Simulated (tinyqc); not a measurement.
Interdiffusion in a binary couple: Darken equations, Kirkendall shift and Boltzmann-Matano analysis: one step, computed by the program tinyqc.

x is the mole fraction of B; the molar volume is constant, and the two halves are long enough to count as infinite.

Question. Diffusivities at one composition. D*_i(x) = D*_i(0) exp(k x); thermodynamic factor Phi = 1 - 2 W x (1 - x)/(k_B T); with f0 = 0.7815, M0 = 2 f0/(1 - f0), den = M0 ((1 - x) D*_A + x D*_B): D_A = D*_A Phi [1 + 2 (1 - x)(D*_A - D*_B)/den], D_B = D*_B Phi [1 - 2 x (D*_A - D*_B)/den]; interdiffusion D~ = x D_A + (1 - x) D_B.

Inputs (values chosen for the exercise, for a model alloy A-B): tracer diffusivity D*_A(0) = 4.1e-15 m^2/s; tracer diffusivity D*_B(0) = 1.3e-15 m^2/s; slope k of ln D* with x = -0.039; regular-solution parameter W = -0.035 eV; temperature T = 1460 K; composition x for the local step = 0.28.

Vacancy-wind correction: Manning, fcc.

Constants: k_B = 8.617333262e-05 eV/K.

Give: thermodynamic factor Phi; intrinsic D_A; intrinsic D_B; interdiffusion coefficient D~ at the local x.

Answer.

thermodynamic factor Phi = 1.112

intrinsic D_A = 5.277e-15 m^2/s

intrinsic D_B = 1.336e-15 m^2/s

interdiffusion coefficient D~ at the local x = 2.439e-15 m^2/s

A negative W (tendency to order or compound) speeds mixing: Phi is above 1.
